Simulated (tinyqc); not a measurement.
Splitting against the number of planes: valley splitting in a one-orbital chain of atomic planes (second-neighbour model).

Each (001) plane carries one orbital with energy e0, hopping v to the next plane and u to the second: E(phi) = e0 + 2 v cos(phi) + 2 u cos(2 phi), where phi = pi - k a/4 (the sign of every second orbital is chosen so that v > 0, which shifts the phase by pi). The minimum lies at cos(phi0) = -v/(4u), phi0 = pi - (pi/2) k0 for a valley at k0 (2 pi/a), and e0 puts it at zero. A slab of N planes has hard walls: the matrix simply ends.

Constants: hbar^2/2m0 = 3.80998211 eV angstrom^2.

Inputs chosen for the exercise (out of a larger set: near those of the Delta valleys of silicon; abrupt walls in this chain split the valleys several times more than measured wells; not measured data):
- a = 5.425 angstrom (lattice constant; planes lie a/4 apart)
- ml = 0.879 m0 (longitudinal mass)
- N0 = 20 (first number of planes)

u = 0.639417 eV
v = 0.717423 eV
e0 = 1.480070 eV
phi0 = 1.855110 rad

Ten slabs from N0 on, of thickness (N - 1) a/4 between the outer planes. Effective mass: E1 = (c/ml)(pi/W)^2 with W = (N + 2) a/4: the amplitude vanishes on two missing planes at each end, and the envelope has its nodes N + 2 spacings apart. Large-N estimate of the splitting: 16 pi^2 u |sin(phi0) sin((N + 2) phi0)|/(N + 2)^3.

Doublet (meV):

| N | thickness (angstrom) | mean level | effective mass | splitting | estimate |
|---|---|---|---|---|---|
| 20 | 25.77 | 47.64 | 48.05 | 0.338 | 0.257 |
| 21 | 27.12 | 43.85 | 43.96 | 7.475 | 7.706 |
| 22 | 28.48 | 40.17 | 40.38 | 3.909 | 3.607 |
| 23 | 29.84 | 37.03 | 37.21 | 3.887 | 4.210 |
| 24 | 31.19 | 34.34 | 34.40 | 5.021 | 4.937 |
| 25 | 32.55 | 31.72 | 31.90 | 0.600 | 0.869 |
| 26 | 33.91 | 29.63 | 29.66 | 4.328 | 4.390 |
| 27 | 35.26 | 27.54 | 27.65 | 1.679 | 1.515 |
| 28 | 36.62 | 25.77 | 25.84 | 2.667 | 2.801 |
| 29 | 37.98 | 24.16 | 24.20 | 2.730 | 2.665 |

What can be read from this table?

The mean level falls smoothly, from 47.6 to 24.2 meV, within 0.9 % of the effective-mass value. The splitting swings between 0.338 (N = 20) and 7.475 meV (N = 21): one plane more or less changes the phase between the two walls by phi0 = 1.855 rad. The estimate misses the computed values by at most 0.323 meV.

tinyqc: `OMP_NUM_THREADS=1 python tinyqc.py 1450677 1450678 out.jsonl`; about 0.01 s, one thread, shared Intel(R) Xeon(R) Processor @ 2.30GHz.
